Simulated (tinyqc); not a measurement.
Grain growth, pinning, strength and diffusional creep of a polycrystal or thin film: one step, computed by the program tinyqc. Command: `OMP_NUM_THREADS=1 python tinyqc.py 3027890 3027891 out.jsonl grain walk`. One thread of a shared host (Intel(R) Xeon(R) Processor @ 2.30GHz), about 0.01 s of CPU time with the checks.

One mean grain size d describes the structure.

Problem. Yield stress. Hall-Petch term k_y/sqrt(d). Orowan term 3.06 x 0.4 G b ln(2 rbar/b)/(pi lambda sqrt(1 - nu)) with nu = 1/3, rbar = sqrt(2/3) r, lambda = rbar (sqrt(pi/f) - 2). Film term (threading dislocation, matched substrate, the geometry of an fcc (111) film taken for all cases): 3.464 G b ln(2 h/b)/(4 pi (1 - nu) h). The terms are added to sigma_0.

Inputs (values chosen for the exercise, modelled on aluminium):
```
quantity                     value       unit
shear modulus G               26.8        GPa
Burgers vector b             2.863   angstrom
anneal temperature T           482          K
particle volume fraction f  0.0027          -
particle radius r              5.8         nm
film thickness h              1900         nm
friction stress sigma_0         15        MPa
Hall-Petch slope k_y         0.069  MPa m^0.5
```

Sample: thin film on a substrate.

grain size d = 137.8581 nm

Give: Hall-Petch term; Orowan term; film term; yield stress.

Solution.

Hall-Petch term = 185.8 MPa

Orowan term = 84.24 MPa

film term = 15.85 MPa

yield stress = 300.9 MPa

Caution: the grains are smaller than the film is thick, so they are not columnar, and the groove drag and film term are overstated.
